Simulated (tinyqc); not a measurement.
Resistance of a source-drain extension with a graded tip: effect of the gate overdrive.

y runs along the channel, the gate covers y > 0. The doping is N0 for y < y0 and N0 10^(-(y - y0)/la) beyond, uniform over the depth xj. Sheet conductance s(y) = q mu(N) max(N - Nch, 0) xj + (for y > 0) ma Cox Vo, with mu(N) = u0 + (u1 - u0)/(1 + (N/Nr)^au) and Cox = eps0 eox/tox. Current is taken as one-dimensional; depletion of the tip, spreading and the contact are left out. The metallurgical junction lies at yj, where N = Nch.

R_spacer = integral of dy/s from -Ls to 0, R_ov from 0 to yj, R_channel = (Lg - 2 yj)/(ma Cox Vo), R_total = 2 R_spacer + 2 R_ov + R_channel. Electrical length L_eff = ma Cox dR_total/d(1/Vo); R_series = R_total - L_eff/(ma Cox Vo).

Inputs (values chosen for the exercise); mobility law close to that of electrons in silicon: relative permittivity of the gate insulator (close to silicon dioxide) eox = 3.9; insulator thickness tox = 2.3 nm; active doping of the extension far from the gate N0 = 6.7e19 cm^-3; lateral abruptness la = 2.4 nm/decade; position under the gate where the fall begins (gate edge at 0) y0 = 3.2 nm; depth of the extension xj = 11 nm; channel doping Nch = 7.5e17 cm^-3; spacer length Ls = 17 nm; mobility of the gate-induced layer ma = 110 cm^2/(V s); mobility at low doping u1 = 1414 cm^2/(V s); mobility at high doping u0 = 68.5 cm^2/(V s); reference doping Nr = 9.2e16 cm^-3; exponent au = 0.711; gate length Lg = 40 nm.

Constants: q = 1.602176634e-19 C, eps0 = 8.8541878128e-14 F/cm where lengths are in cm. Results are converted to the units shown.

The same in every row: yj (nm) = 7.882; R_spacer (ohm um) = 18.02.

Result of one run:

| R_ov (ohm um) | R_channel (ohm um) | R_total (ohm um) | L_eff (nm) | R_series (ohm um) |
|---|---|---|---|---|
| 24.32 | 244.6 | 329.3 | 26.80 | 58.74 |

Which gate overdrive Vo gave this result: 0.15, 0.6, 0.9, 1.05 or 1.2 V?

Vo = 0.6 V.

The whole series:

| Vo (V) | R_ov (ohm um) | R_channel (ohm um) | R_total (ohm um) | L_eff (nm) | R_series (ohm um) |
|---|---|---|---|---|---|
| 0.15 | 46.69 | 978.3 | 1108 | 25.18 | 91.32 |
| 0.3 | 34.44 | 489.2 | 594.1 | 25.84 | 72.51 |
| 0.45 | 28.24 | 326.1 | 418.6 | 26.37 | 63.87 |
| 0.6 | 24.32 | 244.6 | 329.3 | 26.80 | 58.74 |
| 0.75 | 21.54 | 195.7 | 274.8 | 27.19 | 55.30 |
| 0.9 | 19.45 | 163.1 | 238.0 | 27.52 | 52.81 |
| 1.05 | 17.80 | 139.8 | 211.4 | 27.83 | 50.90 |
| 1.2 | 16.45 | 122.3 | 191.2 | 28.11 | 49.40 |

As Vo goes from 0.15 to 1.2, R_total falls from 1110 to 191 ohm um, L_eff rises from 25.2 to 28.1 nm and R_series falls from 91.3 to 49.4 ohm um. Both extracted quantities depend on the overdrive at which they are taken.

tinyqc, about 0.05 s, one thread, Intel Xeon 2.30GHz (shared host): `OMP_NUM_THREADS=1 python tinyqc.py 2282026 2282027 out.jsonl`
